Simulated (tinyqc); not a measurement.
Strained alloy layer of InP and GaP on (001) GaAs, model-solid band line-up: one step of the calculation.

The layer is x parts of the first compound and 1 - x of the second, grown coherently on the third as substrate and barrier. Rows of the table: lattice constant a, average valence level Ea on an absolute scale, spin-orbit splitting so, gaps at Gamma, X and L, hydrostatic deformation potentials av and ac (Gamma), shear potential b, elastic constants, electron and heavy-hole (along z) masses. All are interpolated linearly in x; gaps get -C x (1 - x), taken wholly in the conduction band; real line-ups can differ from this model by 0.1 eV or more.

Problem. Band edges and offsets. In-plane strain e = (a_substrate - a)/a, e_z = -2 (c12/c11) e, volume change 2 e + e_z. With v = 2 e + e_z and d = 2 b (e_z - e): Eav = Ea + av v; E_hh = Eav + so/3 - d/2; E_lh = Eav - so/6 + d/4 + sqrt(so^2 + so d + 9 d^2/4)/2; E_c = Ea + so/3 + EG + ac v (Gamma). Substrate: E_v = Ea + so/3, E_c = E_v + EG. Well depths: dEc = E_c(substrate) - E_c, dEhh = E_hh - E_v(substrate), dElh likewise; strained Gamma gap E_c - max(E_hh, E_lh); positive values confine carriers in the layer.

Inputs (values chosen for the exercise): fraction of the first compound in the layer x = 0.54; bowing of the Gamma gap CG = 0.65 eV; bowing of the X gap CX = 0.2 eV; bowing of the L gap CL = 1.03 eV.

Binary compounds, values chosen for the exercise:
```
,close to InP,close to GaP,close to GaAs
a (angstrom),5.869,5.451,5.653
Ea (eV),-7.04,-7.4,-6.92
so (eV),0.11,0.0804,0.336
EG (eV),1.34,2.8,1.44
EX (eV),2.21,2.23,1.92
EL (eV),1.94,2.62,1.7
av (eV),1.28,1.72,1.17
ac (eV),-5,-7.21,-7.23
b (eV),-1.7,-1.78,-1.68
c11 (GPa),101,142,120
c12 (GPa),55.7,62.2,53.7
me (m0),0.0792,0.128,0.0679
mh (m0),0.533,0.328,0.354
```

Find: d; E_hh; E_lh; E_c; strained Gamma gap; dEc; dEhh; dElh.

Solution.

d = -0.02873 eV
E_hh = -7.165 eV
E_lh = -7.189 eV
E_c = -5.298 eV
strained Gamma gap = 1.868 eV
dEc = -0.07033 eV
dEhh = -0.3574 eV
dElh = -0.3814 eV

The heavy-hole band lies on top, by 24.0 meV. At Gamma the line-up is type I, the layer is a barrier for both carriers.

Program tinyqc, `OMP_NUM_THREADS=1 python tinyqc.py 2690009 2690010 out.jsonl`; Intel Xeon 2.30GHz, shared host, one thread, about 0.01 s.
